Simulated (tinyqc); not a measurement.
Undoped gate-all-around wire MOSFET, analytic charge model: one step of the calculation.

An undoped round wire of radius R under an insulator shell and a surrounding gate; long channel, electrons only, n = ni exp((psi - V)/Vt) with V the quasi-Fermi potential (0 at the source, Vd at the drain), constant mobility, no quantisation. The radial Poisson equation gives n(r) = n(0)/(1 - (1 - b) r^2/R^2)^2 with b = Q0/(Q + Q0). Q is the electron charge per area of the wire surface.

Question. Charge at the source by Newton steps in y = ln(Q/Q0). With V = 0 and Q = Q0 exp(y): f = Q/Cox + Vt y + Vt ln(1 + Q/Q0) - (Vg - V0); df/dy = Q/Cox + Vt (1 + Q/(Q + Q0)); y(new) = y - f/(df/dy).

Inputs (values chosen for the exercise): temperature T = 300 K; gate voltage Vg = 0.29 V.

Constants: q = 1.602176634e-19 C, kB = 1.380649e-23 J/K, Vt = kB T/q. Results are converted to the units shown.

y at the start = 3
Cox = 2.9514556 uF/cm^2
Q0 = 424.22515 nC/cm^2
V0 = 0.41336029 V

Find: Q; f; df/dy; y after iteration 1.

Answer.

Q = 8521 nC/cm^2
f = 3.167 V
df/dy = 2.937 V
y after iteration 1 = 1.922

tinyqc, about 0.02 s, one thread, Intel Xeon 2.30GHz (shared host): `OMP_NUM_THREADS=1 python tinyqc.py 2460090 2460091 out.jsonl`
